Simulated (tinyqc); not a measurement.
Worked calculation: tight binding, honeycomb lattice. Computed by tinyqc, a small Python program that keeps every step. Settings: t1 = 0.87, t2 = 0, phi = 0, delta = 0, points = 5. Command: `OMP_NUM_THREADS=1 python tinyqc.py 21770 21771 out.jsonl` (the two numbers bound the seeds that draw the settings). One thread of a shared host (Intel(R) Xeon(R) Processor @ 2.60GHz), about 0.01 s of CPU time with the checks.

## Bloch Hamiltonian at k

Parameters chosen for this model:
```
parameter     value                        unit
t1         0.870000                 eV, nearest
t2                0       eV, second neighbours
phi               0  rad, phase of t2 (Haldane)
delta             0          eV, +/- on A and B
```

k point k (fractions of the reciprocal vectors): [-0.20000, 0.28000]

H_AB = -t1 (1 + exp(-i k.a1) + exp(-i k.a2)); H_AA = delta - 2 t2 sum cos(k.b + phi), H_BB = -delta - 2 t2 sum cos(k.b - phi), b = a1, a2 - a1, -a2.

H(k) at k (eV), order A, B:
$$\begin{pmatrix}
0.00000 & -0.97582+0.02717i \\
-0.97582-0.02717i & 0.00000
\end{pmatrix}$$

## Levels at k

Diagonalise the Hermitian matrix.

eigenvalues (eV): [-0.97620, 0.97620]

weights |c|^2 of the basis functions, order A, B:
$$\begin{pmatrix}
0.50000 & 0.50000 \\
0.50000 & 0.50000
\end{pmatrix}$$

## Bloch Hamiltonian at K

k point K (fractions of the reciprocal vectors): [0.33333, 0.66667]

As before.

H(k) at K (eV), order A, B:
$$\begin{pmatrix}
0.00000 & 0.00000 \\
0.00000 & 0.00000
\end{pmatrix}$$

## Levels at K

As before.

eigenvalues (eV): [0.00000, 0.00000]

## Bands along a path

The same steps at evenly spaced points between the labelled ones.

Bands along the path (eV):
```
k            band 1   band 2
G          -2.61000  2.61000
G-K 0.33   -2.20292  2.20292
G-K 0.67   -1.17215  1.17215
K                 0        0
K-M 0.33   -0.46292  0.46292
K-M 0.67   -0.76507  0.76507
M          -0.87000  0.87000
M-K' 0.33  -0.76507  0.76507
M-K' 0.67  -0.46292  0.46292
K'                0        0
```

With 1 band(s) filled, the highest filled level on these points lies at K and the lowest empty one at K: the bands touch or overlap, so there is no gap.
